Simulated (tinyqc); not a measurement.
# Minority carriers and saturation current of a heavily doped emitter, step by step

tinyqc, about 0.01 s, one thread, Intel Xeon 2.30GHz (shared host): `OMP_NUM_THREADS=1 python tinyqc.py 2330134 2330135 out.jsonl` Printed values are rounded.

n-type, parabolic bands, full ionisation. eta = (EF - Ec)/kB T solves N = Nc F12(eta), F12(x) = (2/sqrt(pi)) int_0^infinity sqrt(u)/(1 + exp(u - x)) du. The gap shrinks rigidly by dEg = a3 y^(1/3) + a4 y^(1/4) + a2 y^(1/2), y = N/1e18 cm^-3, an empirical law that is here taken as the true narrowing.

Inputs (values chosen for the exercise); band and dielectric values close to those of silicon: temperature T = 300 K; band gap Eg = 1.13 eV; conduction-band density of states at 300 K Nc = 2.83e19 cm^-3; valence-band density of states at 300 K Nv = 2.69e19 cm^-3; ionised donor density N = 1.6e20 cm^-3; coefficient of (N/1e18)^(1/3) a3 = 18.7 meV; coefficient of (N/1e18)^(1/4) a4 = 11.1 meV; coefficient of (N/1e18)^(1/2) a2 = 2.2 meV; minority-hole mobility mup = 170 cm^2/(V s); Auger coefficient Cn = 2.8e-31 cm^6/s; defect lifetime ts = 1.9 us; emitter width W = 1300 nm; recombination velocity at the contact S = 2.1e6 cm/s.

Constants: q = 1.602176634e-19 C, kB = 1.380649e-23 J/K, Vt = kB T/q. Results are converted to the units shown.

Range of the model: Band tails, non-parabolic bands and incomplete ionisation are left out.

## Iteration 1: Fermi level

eta at the start (Boltzmann value) = 1.7323

Newton step on ln F12(eta) = ln(N/Nc): eta(new) = eta - ln(Nc F12/N) F12/Fm, Fm(x) = dF12/dx = (1/sqrt(pi)) int_0^infinity u^(-1/2)/(1 + exp(u - x)) du.

F12 = 2.446876
Fm = 1.350554
eta after iteration 1 = 3.249646

## Course of the iteration

Stop when eta changes by less than 1e-9.

Course of the iteration:

| iteration | eta | change |
|---|---|---|
| 1 | 3.249646 | 1.52 |
| 2 | 3.583495 | 0.334 |
| 3 | 3.595805 | 0.0123 |
| 4 | 3.595820 | 1.56e-5 |
| 5 | 3.595820 | 2.49e-11 |

Converged in 5 iterations.

## Effective intrinsic density

converged eta = 3.595820

ni = sqrt(Nc Nv) exp(-Eg/(2 Vt)), Eg in volts; degeneracy factor g = F12(eta) exp(-eta); nie^2 = ni^2 exp(dEg/kB T) g, p0 = nie^2/N; apparent narrowing dEg + kB T ln g.

ni = 8.895843e9 cm^-3
dEg = 168.8251 meV
g = 0.1551275
apparent narrowing = 120.6497 meV
nie = 9.174863e10 cm^-3
p0 = 52.61132 cm^-3

Narrowing multiplies p0 by 686 and degeneracy by 0.155.

## Saturation current

1/tau = Cn N^2 + 1/ts, D = mup Vt, L = sqrt(D tau); J0 = (q p0 D/L)(s + tanh(W/L))/(1 + s tanh(W/L)), s = S L/D; the share recombining inside is 1 - 1/[cosh(W/L)(1 + tanh(W/L)/s)].

tau = 0.1394987 ns
L = 247.6034 nm
s = 11.83131
J0 = 1496.223 fA/cm^2
share recombining inside = 99.03263 %

The emitter is opaque: W exceeds two diffusion lengths, and the contact matters little.
